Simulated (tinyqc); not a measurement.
Empirical pseudopotential in a few plane waves, step by step. Computed by tinyqc, a small Python program that keeps every step. Settings: plane-wave index or count = 15. Command: `OMP_NUM_THREADS=1 python tinyqc.py 27257 27258 out.jsonl` (the two numbers bound the seeds that draw the settings). One thread of a shared host (Intel(R) Xeon(R) Processor @ 2.60GHz), about 0.3 s of CPU time with the checks.

## Bloch Hamiltonian at G

Parameters chosen for this model: fcc lattice, atoms at +/- a/8 (1,1,1); form factors in rydberg at |G|^2 in units of (2 pi/a)^2:
```
parameter                 value      unit
a                      6.040000  angstrom
VS(3)                 -0.233000        Ry
VS(8)                  0.027000        Ry
VS(11)                 0.064000        Ry
VA(3)                  0.100000        Ry
VA(4)                  0.052000        Ry
VA(11)                 0.019000        Ry
hbar^2/2m (2 pi/a)^2   4.122957        eV
```

k point G (2 pi / a): [0, 0, 0]

Basis: the 15 shortest G (labels in 2 pi/a), the same at every k. H(G,G') = c |k + G|^2 delta + VS(|G-G'|^2) cos((G-G').tau) + i VA sin((G-G').tau), tau = a/8 (1,1,1); 1 Ry = 13.605693 eV.

H(k) at G (eV):
```
                     +0+0+0               -1-1-1               -1-1+1               -1+1-1
+0+0+0             0.000000   2.241618+0.962068i  -2.241618+0.962068i  -2.241618+0.962068i
-1-1-1   2.241618-0.962068i            12.368870   0.000000-0.707496i   0.000000-0.707496i
-1-1+1  -2.241618-0.962068i   0.000000+0.707496i            12.368870             0.367354
-1+1-1  -2.241618-0.962068i   0.000000+0.707496i             0.367354            12.368870
-1+1+1  -2.241618+0.962068i            -0.367354   0.000000+0.707496i   0.000000+0.707496i
+1-1-1  -2.241618-0.962068i   0.000000+0.707496i             0.367354             0.367354
+1-1+1  -2.241618+0.962068i            -0.367354   0.000000+0.707496i             0.000000
+1+1-1  -2.241618+0.962068i            -0.367354             0.000000   0.000000+0.707496i
+1+1+1   2.241618+0.962068i             0.000000            -0.367354            -0.367354
-2+0+0   0.000000-0.707496i  -2.241618+0.962068i  -2.241618-0.962068i  -2.241618-0.962068i
+0-2+0   0.000000-0.707496i  -2.241618+0.962068i  -2.241618-0.962068i   0.615723-0.182793i
+0+0-2   0.000000-0.707496i  -2.241618+0.962068i   0.615723-0.182793i  -2.241618-0.962068i
+0+0+2   0.000000+0.707496i  -0.615723-0.182793i   2.241618+0.962068i  -0.615723+0.182793i
+0+2+0   0.000000+0.707496i  -0.615723-0.182793i  -0.615723+0.182793i   2.241618+0.962068i
+2+0+0   0.000000+0.707496i  -0.615723-0.182793i  -0.615723+0.182793i  -0.615723+0.182793i

                     -1+1+1               +1-1-1               +1-1+1               +1+1-1
+0+0+0  -2.241618-0.962068i  -2.241618+0.962068i  -2.241618-0.962068i  -2.241618-0.962068i
-1-1-1            -0.367354   0.000000-0.707496i            -0.367354            -0.367354
-1-1+1   0.000000-0.707496i             0.367354   0.000000-0.707496i             0.000000
-1+1-1   0.000000-0.707496i             0.367354             0.000000   0.000000-0.707496i
-1+1+1            12.368870             0.000000             0.367354             0.367354
+1-1-1             0.000000            12.368870   0.000000-0.707496i   0.000000-0.707496i
+1-1+1             0.367354   0.000000+0.707496i            12.368870             0.367354
+1+1-1             0.367354   0.000000+0.707496i             0.367354            12.368870
+1+1+1   0.000000+0.707496i            -0.367354   0.000000+0.707496i   0.000000+0.707496i
-2+0+0   2.241618-0.962068i   0.615723-0.182793i  -0.615723-0.182793i  -0.615723-0.182793i
+0-2+0  -0.615723-0.182793i  -2.241618-0.962068i   2.241618-0.962068i  -0.615723-0.182793i
+0+0-2  -0.615723-0.182793i  -2.241618-0.962068i  -0.615723-0.182793i   2.241618-0.962068i
+0+0+2  -2.241618+0.962068i  -0.615723+0.182793i  -2.241618+0.962068i   0.615723+0.182793i
+0+2+0  -2.241618+0.962068i  -0.615723+0.182793i   0.615723+0.182793i  -2.241618+0.962068i
+2+0+0   0.615723+0.182793i   2.241618+0.962068i  -2.241618+0.962068i  -2.241618+0.962068i

                     +1+1+1               -2+0+0               +0-2+0               +0+0-2
+0+0+0   2.241618-0.962068i   0.000000+0.707496i   0.000000+0.707496i   0.000000+0.707496i
-1-1-1             0.000000  -2.241618-0.962068i  -2.241618-0.962068i  -2.241618-0.962068i
-1-1+1            -0.367354  -2.241618+0.962068i  -2.241618+0.962068i   0.615723+0.182793i
-1+1-1            -0.367354  -2.241618+0.962068i   0.615723+0.182793i  -2.241618+0.962068i
-1+1+1   0.000000-0.707496i   2.241618+0.962068i  -0.615723+0.182793i  -0.615723+0.182793i
+1-1-1            -0.367354   0.615723+0.182793i  -2.241618+0.962068i  -2.241618+0.962068i
+1-1+1   0.000000-0.707496i  -0.615723+0.182793i   2.241618+0.962068i  -0.615723+0.182793i
+1+1-1   0.000000-0.707496i  -0.615723+0.182793i  -0.615723+0.182793i   2.241618+0.962068i
+1+1+1            12.368870  -0.615723-0.182793i  -0.615723-0.182793i  -0.615723-0.182793i
-2+0+0  -0.615723+0.182793i            16.491827             0.367354             0.367354
+0-2+0  -0.615723+0.182793i             0.367354            16.491827             0.367354
+0+0-2  -0.615723+0.182793i             0.367354             0.367354            16.491827
+0+0+2  -2.241618-0.962068i            -0.367354            -0.367354             0.000000
+0+2+0  -2.241618-0.962068i            -0.367354             0.000000            -0.367354
+2+0+0  -2.241618-0.962068i             0.000000            -0.367354            -0.367354

                     +0+0+2               +0+2+0               +2+0+0
+0+0+0   0.000000-0.707496i   0.000000-0.707496i   0.000000-0.707496i
-1-1-1  -0.615723+0.182793i  -0.615723+0.182793i  -0.615723+0.182793i
-1-1+1   2.241618-0.962068i  -0.615723-0.182793i  -0.615723-0.182793i
-1+1-1  -0.615723-0.182793i   2.241618-0.962068i  -0.615723-0.182793i
-1+1+1  -2.241618-0.962068i  -2.241618-0.962068i   0.615723-0.182793i
+1-1-1  -0.615723-0.182793i  -0.615723-0.182793i   2.241618-0.962068i
+1-1+1  -2.241618-0.962068i   0.615723-0.182793i  -2.241618-0.962068i
+1+1-1   0.615723-0.182793i  -2.241618-0.962068i  -2.241618-0.962068i
+1+1+1  -2.241618+0.962068i  -2.241618+0.962068i  -2.241618+0.962068i
-2+0+0            -0.367354            -0.367354             0.000000
+0-2+0            -0.367354             0.000000            -0.367354
+0+0-2             0.000000            -0.367354            -0.367354
+0+0+2            16.491827             0.367354             0.367354
+0+2+0             0.367354            16.491827             0.367354
+2+0+0             0.367354             0.367354            16.491827
```

## Levels at G

Diagonalise the Hermitian matrix.

eigenvalues (eV): [-4.029713, 7.612553, 7.612553, 7.612553, 10.121230, 12.400511, 12.400511, 12.400511, 15.757120, 15.757120, 16.338573, 20.481796, 20.481796, 20.481796, 22.473015]

## Bands along a path

The same steps at evenly spaced points between the labelled ones.

Bands along the path (eV), lowest eight:
```
k            band 1    band 2    band 3    band 4     band 5     band 6     band 7     band 8
L         -2.604925  3.197151  7.228386  7.228386  10.474379  13.204119  13.204119  17.050510
L-G 0.25  -3.062200  3.812964  7.174519  7.174519  10.509097  13.109491  13.109491  16.468656
L-G 0.50  -3.555088  5.044924  7.302214  7.302214  10.782530  13.045844  13.045844  14.163910
L-G 0.75  -3.905370  6.581296  7.506864  7.506864  10.810525  12.575686  12.659003  12.659003
G         -4.029713  7.612553  7.612553  7.612553  10.121230  12.400511  12.400511  12.400511
G-X 0.25  -3.863705  6.549014  7.311579  7.311579  11.292077  11.857380  13.052582  13.052582
G-X 0.50  -3.393510  5.001291  6.779778  6.779778  11.070185  12.150930  14.626240  14.626240
G-X 0.75  -2.726396  3.717627  6.439147  6.439147  10.669354  11.335021  16.686785  16.686785
X         -2.125291  3.046369  6.463220  6.463220  10.607459  11.026750  19.085993  19.085993
```

With 4 band(s) filled, the highest filled level on these points lies at G and the lowest empty one at G: a gap of 2.5087 eV, direct. This holds for the small fixed basis; with all plane waves up to |k + G|^2 = 21 (2 pi/a)^2 the gap along the path is 2.70 eV.

## Convergence with the number of plane waves

Levels at G counted from the fourth one.

Levels (eV):
```
plane waves     level 1   level 5   level 8
9            -14.469602  1.414992  2.435384
15           -11.642266  2.508676  4.787958
27           -10.684318  2.704505  4.967624
51           -10.459284  2.642128  5.181056
59           -10.470744  2.685600  4.945530
65           -10.474663  2.683894  4.908888
89           -10.457192  2.685184  4.923973
```
